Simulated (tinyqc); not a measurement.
Hubbard ring of 3 sites, step by step. Computed by tinyqc, a small Python program that keeps every step. Settings: hopping = 1.93, U = 8.9, mixing = 0.2, iteration cap = 58. Command: `OMP_NUM_THREADS=1 python tinyqc.py 31423 31424 out.jsonl` (the two numbers bound the seeds that draw the settings). One thread of a shared host (Intel(R) Xeon(R) Processor @ 2.60GHz), about 0.2 s of CPU time with the checks.

one-body matrix (hopping and site energies) (eV), lower triangle:
```
         1        2       3
1   0.0000
2  -1.9300   0.0000
3  -1.9300  -1.9300  0.0000
```

U = 8.9000 eV

electrons, up and down: 2  1

n(up) at the start (a guess, not normalised): 1 1.0000, 2 0.2170, 3 1.0000

n(down) at the start (a guess): 1 0.0000, 2 0.7830, 3 0.0000

Each step fills the lowest levels of T + U n(other spin) and sets n(new) = n + mixing (n(out) - n); stop when output and input agree to 1e-8.

Course of the cycle:

| iteration | E (eV) | largest \|n(out) - n(in)\| | mean \|n_up - n_down\| |
|---|---|---|---|
| 1 | -1.670818 | 1.43e-01 | 0.8436 |
| 2 | -1.676589 | 1.14e-01 | 0.8476 |
| 3 | -1.680008 | 9.10e-02 | 0.8509 |
| 4 | -1.682096 | 7.28e-02 | 0.8535 |
| 5 | -1.683405 | 5.84e-02 | 0.8556 |
| 6 | -1.684246 | 4.69e-02 | 0.8573 |
| 7 | -1.684799 | 3.78e-02 | 0.8587 |
| 8 | -1.685169 | 3.05e-02 | 0.8599 |
| 9 | -1.685420 | 2.47e-02 | 0.8609 |
| 10 | -1.685592 | 2.00e-02 | 0.8617 |
| 11 | -1.685712 | 1.62e-02 | 0.8624 |
| ... | ... | ... | ... |
| 48 | -1.686003 | 2.50e-05 | 0.8661 |
| 49 | -1.686003 | 2.12e-05 | 0.8661 |
| 50 | -1.686003 | 1.79e-05 | 0.8661 |
| 51 | -1.686003 | 1.52e-05 | 0.8661 |
| 52 | -1.686003 | 1.28e-05 | 0.8661 |
| 53 | -1.686003 | 1.09e-05 | 0.8661 |
| 54 | -1.686003 | 9.21e-06 | 0.8661 |
| 55 | -1.686003 | 7.80e-06 | 0.8661 |
| 56 | -1.686003 | 6.61e-06 | 0.8661 |
| 57 | -1.686003 | 5.60e-06 | 0.8661 |
| 58 | -1.686003 | 4.74e-06 | 0.8661 |

Can the last value be used, and what does the course show?

Not by the stop rule, although the second column moves by less than 1e-07 over the last three steps. Not converged within 58 iterations: the residual falls steadily but slowly, by a factor of about 0.85 a step. The lowest mean-field energy found from random starts is -1.68600 eV. Reruns (cap 100 unless said): mixing 0.5: converged in 34 (E = -1.68600); mixing 0.9: converged in 15 (E = -1.68600); the original settings with a cap of 400: converged in 96 (E = -1.68600).
